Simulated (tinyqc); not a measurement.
# From one set of inputs to another, one input at a time

Model: electroplating on a thin resistive seed layer: kinetics, Wagner number and the terminal effect across a wafer. Computed by tinyqc, a small Python program. Command: `OMP_NUM_THREADS=1 python tinyqc.py 3121191 3121192 out.jsonl terminal ladder`. One thread of a shared host (Intel(R) Xeon(R) Processor @ 2.30GHz), about 0.1 s of CPU time with the checks.

Current enters the seed at the rim. The bath is treated as a local resistance per area (no lateral flow in the liquid), two electrons per ion, molar volume 7.11 cm^3/mol, Faraday constant F = e N_A, kinematic viscosity 0.01 cm^2/s, omega = 2 pi x rpm/60; k_B T/e is in volts.

The inputs printed are set A. Inputs not listed in the table keep their values of set A, so the rows need not describe a real material.

Inputs (values chosen for the exercise, of the order of those for copper plating on a thin cobalt or ruthenium seed):

| quantity | value | unit |
|---|---|---|
| wafer radius R | 7.5 | cm |
| seed thickness t | 25 | nm |
| seed resistivity | 13 | microohm cm |
| bath conductivity kappa | 0.088 | S/cm |
| gap to the anode h | 1.3 | cm |
| extra resistance of a porous plate | 0 | ohm cm^2 |
| exchange current density i_0 | 0.025 | mA/cm^2 |
| cathodic transfer coefficient alpha | 0.62 | - |
| mean current density | 13 | mA/cm^2 |
| diffusivity of the metal ion | 4.3e-06 | cm^2/s |
| metal ion concentration | 0.27 | mol/L |
| rotation rate | 60 | rpm |
| temperature T | 298 | K |

Constants: e = 1.602176634e-19 C; N_A = 6.02214076e+23 1/mol; k_B = 8.617333262e-05 eV/K.

Method:
- Growth rate = i V_m/(2 F). Levich limit i_L = 0.62 x 2 F D^(2/3) omega^(1/2) nu^(-1/6) c. Tafel overpotential eta = (k_B T/(alpha e)) ln(i/i_0); kinetic resistance k_B T/(alpha e i); bath resistance h/kappa + plate; R_s = resistivity/t; Wagner number = kinetic resistance x kappa/R.
- Linearised: with R_t = kinetic + bath resistance the current density obeys (1/r)(r i')' = i R_s/R_t, so i = A I_0(r/l), l = sqrt(R_t/R_s); with x = R/l, edge/centre = I_0(x) and edge/mean = x I_0(x)/(2 I_1(x)).
- Voltage drop in the seed for a uniform current: i R_s R^2/4.
- Full model: seed potential phi(r) with (1/r)(r phi')' = R_s i, where i solves phi = R_b i + (k_B T/(alpha e)) ln(i/i_0) (phi being the driving voltage left at r); phi'(0) = 0 and phi'(R) = R_s i_mean R/2. Solved by collocation to a tolerance of 1e-7.

Each row keeps all changes above it:

| input moved | from | to | edge over centre, full model | edge over centre, linear | drop for uniform current (mV) |
|---|---|---|---|---|---|
| set A | - | - | 9.82 | 11.7 | 950.625 |
| gap to the anode h (cm) | 1.3 | 2.3 | 5.31 | 5.6 | 950.625 |
| cathodic transfer coefficient alpha | 0.62 | 0.31 | 4.61 | 4.9 | 950.625 |
| bath conductivity kappa (S/cm) | 0.088 | 0.41 | 14.96 | 25.8 | 950.625 |
| wafer radius R (cm) | 7.5 | 10 | 34.39 | 115.2 | 1690.000 |
| seed resistivity (microohm cm) | 13 | 9.5 | 21.67 | 48.1 | 1235.000 |
| mean current density (mA/cm^2) | 13 | 19 | 29.40 | 78.8 | 1805.000 |
| exchange current density i_0 (mA/cm^2) | 0.025 | 0.62 | 29.40 | 78.8 | 1805.000 |

Edge over centre, full model goes from 9.82 to 29.4, a factor 2.99 in all. The largest single move comes from bath conductivity kappa (a factor 3.24), and gap to the anode h works against it (a factor 0.541). Edge over centre, linear goes from 11.7 to 78.8, a factor 6.76 in all. The largest single move comes from bath conductivity kappa (a factor 5.30), and seed resistivity works against it (a factor 0.417). Drop for uniform current goes from 951 to 1800, a factor 1.90 in all. The largest single move comes from wafer radius R (a factor 1.78), and seed resistivity works against it (a factor 0.731). The single moves hold for this order of the switches; the total does not depend on the order.

Caution (all rows): at the rim the current nears the limiting value, which would flatten the real profile. Caution (rows mean current density, exchange current density i_0): the mean current exceeds 0.3 i_L, so depletion of metal ions, left out of the distribution, matters.

Extremes, crossings and ranges named in words are read from the listed rows.
